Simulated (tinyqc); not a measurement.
Hydrogenic donor in a hard-walled well (variational): sweeps and comparisons. A value that a table varies takes the place of the one given here.

Trial function cos(pi z/L) exp(-r/lam), r measured from the donor at zi, walls at +/- L/2, one eps everywhere. Counted from the lowest subband, E(lam) = c/(m lam^2) - (q/eps) I0/I1, with I0 the integral of cos^2(pi z/L) exp(-2|z - zi|/lam) over the well and I1 the same with the factor (|z - zi| + lam/2); c = hbar^2/2m0, q = e^2/(4 pi eps0). The binding energy is -E at the minimum.

Constants: hbar^2/2m0 = 3.80998211 eV angstrom^2; e^2/(4 pi eps0) = 14.39964547 eV angstrom; Ry = 13.60569312 eV.

Inputs chosen for the exercise (near those of Ge, with one mean mass; shifted at random, so the results belong to these values and not to a real crystal): m = 0.116 m0 (mass); eps = 15.9 (dielectric constant); Ls = (13, 29, 74, 148, 250, 442, 947) angstrom (widths); L = 317 angstrom (well width); zi = 73 angstrom (position of the donor from the centre).

## Width of the well

Ry* = 6.2429 meV
a* = 72.534 angstrom

Donor at the centre and at the wall (zi = L/2).

Binding:
```
L (angstrom)   L/a*  centre (meV)  in Ry*  wall (meV)  in Ry*  centre/wall
13             0.18         21.02   3.367       15.94   2.553         1.32
29             0.40         18.14   2.906       11.89   1.904         1.53
74             1.02         13.97   2.237        7.58   1.213         1.84
148            2.04         10.95   1.755        5.13   0.822         2.14
250            3.45          9.05   1.450        3.75   0.601         2.41
442            6.09          7.55   1.210        2.69   0.431         2.81
947           13.06          6.59   1.055        1.90   0.304         3.47
```

At the centre the binding falls from 3.37 to 1.06 Ry*, between the limits 4 and 1. At the wall it falls from 2.55 to 0.30 Ry*, towards 1/4: the wall forces a node through the donor, as in a 2p state. With this trial function, which underbinds wall donors by about a tenth, the wall donor drops below the bulk value between 74 and 148 angstrom. The ratio grows from 1.32 to 3.47. Widths under about 15 angstrom lie outside envelope theory and serve only to show the limit.

## Position of the donor

Fixed width; zi from the centre to the wall.

Binding:
```
2 zi/L  zi (angstrom)  lam (angstrom)  binding (meV)  in Ry*
0.0               0.0            76.5           8.35   1.337
0.2              31.7            76.4           8.11   1.299
0.4              63.4            76.9           7.35   1.177
0.6              95.1            83.4           5.96   0.955
0.8             126.8           112.9           4.31   0.690
0.9             142.7           135.8           3.70   0.592
1.0             158.5           156.9           3.26   0.522
```

Uniform doping spreads the level over 5.09 meV, from 8.35 at the centre to 3.26 at the wall, while lam grows by 105 %. The slope is flat at the centre, which gives a peak in the density of donor states there, and steepest between 2 zi/L = 0.6 and 0.8.

## What each parameter does

The minimum over lam; Ry* = Ry m/eps^2. Each row changes one parameter from the base and keeps the others.

Results:
```
case              binding (meV)  lam (angstrom)  binding/Ry*
base                       6.99            77.8        1.120
m = 0.139 m0               8.09            63.8        1.081
eps = 17.5                 5.91            86.3        1.146
L = 412 angstrom           7.13            75.9        1.142
zi = 36 angstrom           8.04            76.4        1.288
```

The largest shifts from the base row, up to three for each result and ties (the steps differ in size, so this ranks the rows, not the parameters). binding (meV): m +1.10, eps -1.09, zi +1.04. lam (angstrom): m -14.0, eps +8.5, L -1.9. binding/Ry*: zi +0.167, m -0.039, eps +0.026.

Run: tinyqc, `OMP_NUM_THREADS=1 python tinyqc.py 1280320 1280321 out.jsonl`; Intel(R) Xeon(R) Processor @ 2.30GHz, one thread, shared host; about 0.05 s of CPU time with all checks.
